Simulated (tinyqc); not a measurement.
Inside a calculation. Method: coherent transport through a tight-binding region between two chains. One step of it, computed by the program tinyqc.

Problem. Transmission at E = -0.33 eV. Surface Green function g = (E - i sqrt(4 t^2 - E^2)) / (2 t^2); self-energy tc^2 g on each contact site; G = (E - H - Sigma)^(-1); Gamma = -2 Im Sigma; T = Gamma_L Gamma_R |G_LR|^2; local density of states -Im G_ii / pi.

H of the central region (eV):
```
           1          2          3
1   0.530000  -1.060000   0.000000
2  -1.060000   0.810000  -1.380000
3   0.000000  -1.380000   0.790000
```

Leads: semi-infinite chains with site energy 0:
```
parameter                           value
lead hopping t (eV)              1.530000
coupling to the left lead (eV)   0.690000
coupling to the right lead (eV)  0.730000
left contact site                       1
right contact site                      3
```

E = -0.330000 eV

Give: g; G; local density of states; transmission.

Solution.

g = -0.070-0.650i 1/eV

G (1/eV):
```
               1             2              3
1  -0.318-0.254i  0.621-0.105i   0.758+0.108i
2   0.621-0.105i  0.454-0.263i   0.622-0.137i
3   0.758+0.108i  0.622-0.137i  -0.068-0.196i
```

local density of states (1/eV): 0.081  0.084  0.062

transmission = 0.251
